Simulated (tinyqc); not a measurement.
Free and trapped electrons in a MOS channel with a dense trap tail: two steps of the calculation.

p-type body, charge-sheet picture, full ionisation (an idealisation for deep acceptors), Boltzmann statistics for free electrons. e = Ec - EF at the surface. Acceptor-like traps of density D(E) = D0 + De exp(-E/Ew) at depth E below Ec, from 0 to Eu, hold n_t = integral of D(E)/(1 + exp((e - E)/Vt)). psi = Eg - Vt ln(Nv/Na) - e; N_dep = sqrt(2 eps0 eps_r Na (psi - Vt)/q); n_f = sqrt(N_dep^2 + 2 eps0 eps_r Vt Nc exp(-e/Vt)/q) - N_dep; Vg = Vfb + psi + q (N_dep + n_t + n_f)/Cox, Cox = eps0 eox/tox.

Inputs (values chosen for the exercise); band and dielectric values close to those of silicon:
- T = 300 K (temperature)
- Eg = 1.13 eV (band gap)
- eps_r = 11.9 (relative permittivity)
- Nc = 2.78e19 cm^-3 (conduction-band density of states at T)
- Nv = 2.69e19 cm^-3 (valence-band density of states at T)
- eox = 3.9 (relative permittivity of the insulator)
- tox = 57 nm (insulator thickness)
- Na = 4.1e16 cm^-3 (acceptor density)
- Vfb = -0.73 V (flat-band voltage without trapped charge)
- D0 = 1.1e10 cm^-2 eV^-1 (constant background density of acceptor-like traps)
- De = 4e12 cm^-2 eV^-1 (density of the tail at the conduction edge)
- Ew = 0.09 eV (decay energy of the tail)
- Eu = 0.74 eV (depth below Ec down to which the traps reach)
- mf = 180 cm^2/(V s) (mobility of free electrons)
- e = 0.136 eV (Ec - EF at the surface)

Constants: q = 1.602176634e-19 C, kB = 1.380649e-23 J/K, Vt = kB T/q, eps0 = 8.8541878128e-14 F/cm where lengths are in cm. Results are converted to the units shown.

Task 1. Trapped charge. Trapezoid rule on 13 equal steps from 0 to Eu, f = 1/(1 + exp((e - E)/Vt)).

Find: E; D(E) f; n_t.

Result 1.

```
point,E (eV),D(E) f (cm^-2 eV^-1)
0,0,2.072e10
1,0.05692,9.578e10
2,0.1138,3.397e11
3,0.1708,4.846e11
4,0.2277,3.204e11
5,0.2846,1.797e11
6,0.3415,1.009e11
7,0.3985,5.878e10
8,0.4554,3.639e10
9,0.5123,2.449e10
10,0.5692,1.817e10
11,0.6262,1.481e10
12,0.6831,1.302e10
13,0.7400,1.207e10
```

n_t = 9.695e10 cm^-2

Task 2. Charges and gate voltage. psi, N_dep, n_f and Vg as defined, with the n_t given; free share n_f/(n_f + n_t); apparent mobility mf n_f/(n_f + n_t); gate voltage spent on traps q n_t/Cox.

n_t = 9.6947775e10 cm^-2

Wanted: psi; N_dep; n_f; Vg; free share; apparent mobility; gate voltage spent on traps.

Result 2.

psi = 0.82632 V
N_dep = 6.5701e11 cm^-2
n_f = 3.6342e10 cm^-2
Vg = 2.1864 V
free share = 27.265 %
apparent mobility = 49.078 cm^2/(V s)
gate voltage spent on traps = 0.25640 V

Program tinyqc, `OMP_NUM_THREADS=1 python tinyqc.py 2222218 2222219 out.jsonl`; Intel Xeon 2.30GHz, shared host, one thread, about 0.02 s.
